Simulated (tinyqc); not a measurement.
From results back to parameters: interband optics of a two-band s-p chain from momentum matrix elements. Three cases, with inputs chosen for the exercise.

Problem. At k = 0 the chain has the gap D0 = Es - Ep_ - 2 (ts + tp), w0 = 4 a^2 V^2, and masses 2c/mc = 2 ts a^2 + 2 w0/D0, 2c/mv = 2 tp a^2 + 2 w0/D0 (c = hbar^2/2m0, mv positive for holes). The oscillator strength there is f0 = w0/(c D0). V, ts and tp are hidden.

Constants: hbar^2/2m0 = 3.80998211 eV angstrom^2.

Find: V; ts; tp.

Method. w0 = f0 c D0 gives V; 1/mc - f0 = ts a^2/c and 1/mv - f0 = tp a^2/c.

Case 1.

Values chosen: a = 3.39 angstrom (period).
D0 = 4.7000 eV
f0 = 6.16740

mc, mv (m0): 0.123490  0.129774

Solution.

V = 1.55 eV
ts = 0.64 eV
tp = 0.51 eV

Case 2.

Values chosen: a = 3.8 angstrom (period).
D0 = 3.8800 eV
f0 = 1.13936

mc, mv (m0): 0.306581  0.462392

Solution.

V = 0.54 eV
ts = 0.56 eV
tp = 0.27 eV

Case 3.

Values chosen: a = 3.45 angstrom (period).
D0 = 1.9000 eV
f0 = 8.69796

mc, mv (m0): 0.093755  0.093481

Solution.

V = 1.15 eV
ts = 0.63 eV
tp = 0.64 eV

Computed by tinyqc, one run a case: `OMP_NUM_THREADS=1 python tinyqc.py N N+1 out.jsonl` with N = 1681668, 1681704, 1681775; one thread of a shared Intel(R) Xeon(R) Processor @ 2.30GHz, about 0.01 s a run at most.
